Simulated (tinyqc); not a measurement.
Front-illuminated p-i-n photodiode, quantum efficiency and bandwidth: one step of the calculation.

Light enters through a p layer (0 to xp), a depleted layer (xp to xp + wi) and a thick n substrate, decaying as exp(-al x); one pass, no back reflection. Carriers made in the depleted layer are all collected; those in the neutral layers diffuse.

Task. Quantum efficiency. k = al Ln, s = S Ln/Dn, e = exp(-al xp); front layer f1 = (k/(k^2 - 1)) {[s + k - e (s cosh(xp/Ln) + sinh(xp/Ln))]/[s sinh(xp/Ln) + cosh(xp/Ln)] - k e}; depleted layer f2 = e (1 - exp(-al wi)); substrate f3 = e exp(-al wi) al Lp/(1 + al Lp); external efficiency (1 - Rf)(f1 + f2 + f3); responsivity = efficiency q lam/(h c).

Parameters, values chosen for the exercise; values close to those of germanium at this wavelength: wavelength lam = 1550 nm; absorption coefficient al = 1560 1/cm; reflectance of the front face Rf = 0.05; thickness of the front p layer xp = 0.2 um; thickness of the depleted layer wi = 7.3 um; electron diffusion coefficient in the p layer Dn = 13 cm^2/s; electron diffusion length in the p layer Ln = 13 um; recombination velocity of the front surface S = 3e6 cm/s; hole diffusion length in the thick n substrate Lp = 12 um.

Constants: q = 1.602176634e-19 C, h = 6.62607015e-34 J s, c = 299792458 m/s. Results are converted to the units shown.

Give: s; f1; f2; f3; external efficiency; responsivity.

Result.

s = 300.00
f1 = 0.018028
f2 = 0.65891
f3 = 0.20230
external efficiency = 0.83528
responsivity = 1.0442 A/W

The front layer absorbs 3.07 % of the light that enters and collects 58.7 % of that. Diffusion from the neutral layers makes up 25.1 % of the current.

Computed by the program tinyqc: `OMP_NUM_THREADS=1 python tinyqc.py 2250134 2250135 out.jsonl`, one thread of a shared Intel Xeon 2.30GHz, about 0.01 s for the whole run.
